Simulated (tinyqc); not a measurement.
Bandgap voltage reference from two bipolar transistors: two steps of the calculation.

Two transistors of area 1 and N carry the same current I. Is(T) = Is (T/T0)^eta exp[(Vg0 q/kB)(1/T0 - 1/T)], VBE1 = Vt ln(I/Is(T)) + I rb, VBE2 = Vt ln(I/(N Is(T))) + I rb/N. The amplifier forces I R1(T) = VBE1 - VBE2 + Vos, with R(T) = R (1 + tc (T - T0)) for both resistors, and the output is Vref = VBE1 + I R2(T). Base currents and the Early effect are neglected.

Values chosen for this exercise; values of the order met in silicon bipolar transistors:
- T0 = 298 K (reference temperature)
- Vg0 = 1.176 V (band-gap voltage extrapolated to 0 K)
- eta = 3.6 (temperature exponent of the saturation current)
- Is = 4.4e-18 A (saturation current of the unit transistor at T0)
- N = 24 (area ratio of the second transistor)
- R1 = 11 kohm (resistor across which the difference of VBE falls, at T0)
- tc = 1200 ppm/K (temperature coefficient of both resistors)
- Vos = 0 mV (offset of the amplifier)
- rb = 0 ohm (series resistance of the unit transistor)
- R2 = 69.16 kohm (output resistor at T0)
- T = 253 K (temperature)

Constants: q = 1.602176634e-19 C, kB = 1.380649e-23 J/K. Results are converted to the units shown.

Problem 1. Operating point at another temperature. Vt = kB T/q; I = (Vt ln N + Vos)/(R1(T) - rb (1 - 1/N)).

Wanted: Vt; I; Is(T); VBE1; I R2; Vref.

Solution 1.

Vt = 0.02180 V
I = 6.658 uA
Is(T) = 7.080e-22 A
VBE1 = 0.8019 V
I R2 = 0.4356 V
Vref = 1.238 V

From T0 to T, VBE1 changes by 78.9 mV and I R2 by -77.5 mV, which leaves 1.42 mV in Vref.

Problem 2. Resistor for zero slope at T0, ideal case. With tc = 0, Vos = 0 and rb = 0 the current is proportional to T, dVBE/dT = (VBE - Vg0 - (eta - 1) Vt)/T, and Vref has zero slope at T0 when Vref = Vg0 + (eta - 1) Vt0. Find VBE1, its slope, that Vref, R2/R1 and the curvature d2Vref/dT2 = -(eta - 1) kB/(q T0).

Find: VBE1; dVBE/dT; Vref; R2/R1; curvature.

Solution 2.

VBE1 = 0.7230 V
dVBE/dT = -1.744 mV/K
Vref = 1.243 V
R2/R1 = 6.369
curvature = -0.7518 uV/K^2

Program tinyqc, `OMP_NUM_THREADS=1 python tinyqc.py 2062044 2062045 out.jsonl`; Intel Xeon 2.30GHz, shared host, one thread, about 0.02 s.
